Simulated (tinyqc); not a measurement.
Size effects in the resistivity of thin metal films and interconnect lines: one step, computed by the program tinyqc. Command: `OMP_NUM_THREADS=1 python tinyqc.py 3024179 3024180 out.jsonl size walk`. One thread of a shared host (Intel(R) Xeon(R) Processor @ 2.30GHz), about 0.01 s of CPU time with the checks.

Electrons lose their drift at surfaces (a share 1 - p of the hits) and at grain boundaries (reflection R), besides bulk scattering.

Problem. Resistivity of the film. Both together (Mayadas-Shatzkes film): rho_b/rho = (rho_b/rho of the grains alone) - (6/(pi kappa))(1 - p) int_0^(pi/2) dphi int_0^1 ds (cos^2 phi/H^2)(s - s^3)(1 - exp(-kappa H/s))/(1 - p exp(-kappa H/s)), H = 1 + alpha/(cos phi sqrt(1 - s^2)), 40 x 80 Gauss-Legendre points. Sheet resistance rho/h; additive estimate rho_b (f_surface + f_grain - 1).

Inputs (values chosen for the exercise, modelled on ruthenium): bulk resistivity rho_b = 7.92 microohm cm; specularity p = 0; film thickness h = 23 nm.

Geometry: film.

rho/rho_b from grains = 1.983626

alpha = 0.7081940

kappa = h/lambda = 3.318903

rho/rho_b from surfaces = 1.126542

Give: resistivity rho; sheet resistance; additive estimate; error of the additive estimate.

Solution.

resistivity rho = 16.59 microohm cm

sheet resistance = 7.211 ohm

additive estimate = 16.71 microohm cm

error of the additive estimate = 0.7678 %

Adding the two excesses (Matthiessen's rule) is 0.8 % high.
